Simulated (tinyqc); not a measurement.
## Space-charge-limited current with shallow traps: effect of the thickness

One carrier type, drift only, an injecting contact at x = 0 (zero field) and thickness L. The share th = y/(1 + y), y = (Nc/Nt) exp(-Et/kB T), of the injected charge is free: J = q mu n F, eps0 eps_r dF/dx = q (n - n0)/th.

Ohmic J = q n0 mu V/L; Mott-Gurney J = (9/8) th eps0 eps_r mu V^2/L^3; they cross at Vx = 8 q n0 L^2/(9 th eps0 eps_r); traps fill at V_TFL = q Nt L^2/(2 eps0 eps_r). Exact: with u = n0/n(L), w = -u - ln(1 - u) and v = -u - u^2/2 - ln(1 - u), V = (q n0 L^2/(th eps0 eps_r)) v/w^2 and J = q^2 n0^2 mu L/(th eps0 eps_r w).

Parameters, values chosen for the exercise:
```
symbol,value,unit,meaning
T,300,K,temperature
eps_r,22.2,,relative permittivity
mu,0.00012,cm^2/(V s),mobility
Nc,8.4e20,cm^-3,band density of states
Nt,8.8e17,cm^-3,trap density
Et,0.52,eV,trap depth
n0,1.9e10,cm^-3,free carrier density in equilibrium
V,9.1,V,voltage
```

Constants: q = 1.602176634e-19 C, kB = 1.380649e-23 J/K, Vt = kB T/q, eps0 = 8.8541878128e-14 F/cm where lengths are in cm. Results are converted to the units shown.

Effect of the thickness:
```
L (nm)  J (A/cm^2)  ohmic (A/cm^2)  Mott-Gurney (A/cm^2)  d ln J/d ln V
110       2.919e-5        3.022e-7              2.897e-5          1.992
150       1.159e-5        2.216e-7              1.142e-5          1.986
210       4.282e-6        1.583e-7              4.163e-6          1.972
300       1.512e-6        1.108e-7              1.428e-6          1.944
420       5.805e-7        7.915e-8              5.204e-7          1.895
580       2.416e-7        5.731e-8              1.976e-7          1.814
820       1.017e-7        4.054e-8              6.993e-8          1.675
1200      4.491e-8        2.770e-8              2.231e-8          1.464
1600      2.709e-8        2.078e-8              9.413e-9          1.295
```

What does the table show?

J falls from 2.92e-5 to 2.71e-8 A/cm^2, as L^(-2.98) between the first two rows and L^(-1.76) between the last two (space charge -3, ohmic -1). The thickness law marks a bulk-limited current; an electrode-limited one depends on V/L alone. For L = 110, 150, 210 V exceeds half of V_TFL, which goes as L^2, so trap filling, left out here, would raise the current.

Range of the model: Diffusion and a field-dependent mobility are left out. With injecting contacts the diffusion current, about 4 pi^2 Vt th eps0 eps_r mu V/L^3, equals the Mott-Gurney current at V = 35 kB T/q (0.9 V at 300 K), so the drift-only result needs V well above that.

Computed by the program tinyqc: `OMP_NUM_THREADS=1 python tinyqc.py 2370012 2370013 out.jsonl`, one thread of a shared Intel Xeon 2.30GHz, about 0.01 s for the whole run.
